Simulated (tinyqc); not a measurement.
# Trench capacitor in an array: capacitance, non-linearity, leakage and relaxation: effects of single changes

A film between two metal electrodes, each interface adding a series capacitance ci. The small-signal permittivity is ek (1 + aq E^2); the field is found with the linear permittivity. Leakage J = J0 sinh(E/Ef). After a voltage step the film passes a relaxation current kr C V tt^(-nr), tt being the time in seconds. The sidewall is a coaxial capacitor with radii a = dm/2 - t and b = dm/2, depth AR dm; the end face is left out.

Values chosen for this exercise; permittivity of the order of that of strontium titanate:

| symbol | value | unit | meaning |
|---|---|---|---|
| ek | 150 |  | relative permittivity of the film |
| t | 16 | nm | film thickness |
| ci | 1000 | uF/cm^2 | capacitance of each electrode interface (dead layer and screening) |
| aq | -0.064 | cm^2/MV^2 | quadratic field coefficient of the permittivity |
| V | 1.9 | V | bias |
| nr | 0.981 |  | exponent of the relaxation current |
| kr | 0.00039 |  | strength of the relaxation |
| J0 | 2e-11 | A/cm^2 | leakage prefactor |
| Ef | 0.47 | MV/cm | field for an e-fold rise of the leakage |
| dm | 190 | nm | diameter of the hole |
| pt | 380 | nm | pitch of the square array |
| rho | 200 | uohm cm | resistivity of the inner electrode |
| t0 | 1e-8 | s | duration of the write pulse |

Constants: eps0 = 8.8541878128e-14 F/cm where lengths are in cm. Results are converted to the units shown.

Each table varies one quantity; the others keep the values above.

## Capacitance, non-linearity and leakage against thickness

Planar film: Cf = eps0 ek/t, 1/C = 1/Cf + 2/ci, EOT = 3.9 eps0/C, effective permittivity C t/eps0, E = (V/t) C/Cf; quadratic coefficient [C(V)/C - 1]/V^2 with Cf (1 + aq E^2) in C(V).

Capacitance, non-linearity and leakage against thickness:
```
t (nm)  C (uF/cm^2)  EOT (nm)  effective permittivity  E (MV/cm)  quadratic coefficient (ppm/V^2)  J (A/cm^2)
9.7          13.327   0.25911                  146.00     1.9066                           -63116  5.7754e-10
12           10.828   0.31891                  146.75     1.5490                           -41758  2.6963e-10
15           8.7001   0.39691                  147.39     1.2446                           -27032  1.4057e-10
19           6.8938   0.50091                  147.93    0.98621                           -17020  8.0298e-11
24           5.4733   0.63091                  148.36    0.78300                           -10755  5.1017e-11
30           4.3882   0.78691                  148.68    0.62777                          -6927.1  3.5396e-11
38           3.4708   0.99491                  148.96    0.49653                          -4340.9  2.5284e-11
48           2.7517    1.2549                  149.17    0.39365                          -2732.3  1.8780e-11
60           2.2038    1.5669                  149.34    0.31527                          -1754.4  1.4445e-11
```

C falls from 13.3 to 2.20 uF/cm^2 while the effective permittivity goes from 146 to 149 (ek = 150). EOT is a straight line in t with slope 3.9/ek = 0.0260 and intercept 0.00691 nm. The quadratic coefficient goes as t^(-1.94) between the first two rows and t^(-1.99) between the last two (-2 without interfaces), and J falls by 1.60 decades.

## Cell against the aspect ratio

Per length 1/c = ln(b/a)/(2 pi eps0 ek) + (1/a + 1/b)/(2 pi ci); cell capacitance c AR dm; per footprint over pt^2; fields c V/(2 pi eps0 ek r) at r = a and b; resistance of the inner electrode rho AR dm/(pi a^2); time constant R C/3 of the distributed line.

The same in every row: field at a (MV/cm) = 1.283; field at b (MV/cm) = 1.067.

Results:
```
AR   cell capacitance (fF)  per footprint (uF/cm^2)  R (kohm)  R C/3 (ps)
5                    42.28                    29.28   0.09691       1.366
10                   84.56                    58.56    0.1938       5.463
20                   169.1                    117.1    0.3876       21.85
50                   422.8                    292.8    0.9691       136.6
70                   591.9                    409.9     1.357       267.7
100                  845.6                    585.6     1.938       546.3
```

Estimate the missing row, AR = 30.

Computed row:
```
AR  cell capacitance (fF)  per footprint (uF/cm^2)  R (kohm)  R C/3 (ps)
30                  253.7                    175.7    0.5814       49.16
```

With this row back in the table: As AR goes from 5 to 100, the cell capacitance rises from 42.3 to 846 fF, the capacitance per footprint rises from 29.3 to 586 uF/cm^2, the ratio of the two fields stays at 1.20 and R C/3 rises from 1.37 to 546 ps; the time constant goes as AR^(2.00) between the first two rows and AR^(2.00) between the last two.

## Charge lost after writing

Planar film: Cf = eps0 ek/t, 1/C = 1/Cf + 2/ci, EOT = 3.9 eps0/C, effective permittivity C t/eps0, E = (V/t) C/Cf. A capacitor written for t0 and then left open loses, as a share of C V, kr (tt^(1 - nr) - t0^(1 - nr))/(1 - nr) by relaxation and J tt/(C V) by leakage; both are taken as small, and rows far outside that range are left out.

The same in every row: leakage current (nA/cm^2) = 0.1192.

Charge lost after writing:
```
tt (s)  relaxation current (nA/cm^2)  loss by relaxation (%)  loss by leakage (%)  total loss (%)
1e-6                         4.654e6                  0.1323            7.685e-10          0.1323
1e-5                         4.862e5                  0.2029             7.685e-9          0.2029
0.0001                       5.079e4                  0.2766             7.685e-8          0.2766
0.001                           5306                  0.3537             7.685e-7          0.3537
0.01                           554.4                  0.4342             7.685e-6          0.4342
0.1                            57.91                  0.5183             7.685e-5          0.5184
1                              6.050                  0.6062             7.685e-4          0.6069
10                            0.6321                  0.6980             0.007685          0.7056
100                          0.06604                  0.7938              0.07685          0.8707
1000                        0.006899                  0.8940               0.7685           1.662
```

The two currents are equal at tt = 54.8 s. The loss by relaxation grows from 0.132 to 0.894 %, by 0.0706 points over the first decade and 0.100 over the last, while the loss by leakage grows tenfold a decade. Relaxation is the larger loss in every row.

Numbers from tinyqc (`OMP_NUM_THREADS=1 python tinyqc.py 2102163 2102164 out.jsonl`; about 0.01 s on one thread of a shared Intel Xeon 2.30GHz).
